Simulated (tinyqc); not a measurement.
Ideality, saturation current and resistance from three points.

Inverse problem. Well above the saturation current a diode obeys V = n Vt ln(I/I0) + I Rs. Find n, Rs and I0.

Values chosen for this exercise:
```
symbol,value,unit,meaning
T,300,K,temperature
```

Constants: q = 1.602176634e-19 C, kB = 1.380649e-23 J/K, Vt = kB T/q. Results are converted to the units shown.

currents (A): 2e-6  0.0004  0.01
voltages (V): 0.26037310  0.51543971  0.67741845

Answer. V is linear in the three unknowns n Vt, Rs and -n Vt ln I0, so three points give a linear system.

n = 1.860
Rs = 0.7500 ohm
I0 = 8.900e-9 A

tinyqc, about 0.01 s, one thread, Intel Xeon 2.30GHz (shared host): `OMP_NUM_THREADS=1 python tinyqc.py 2260149 2260150 out.jsonl`
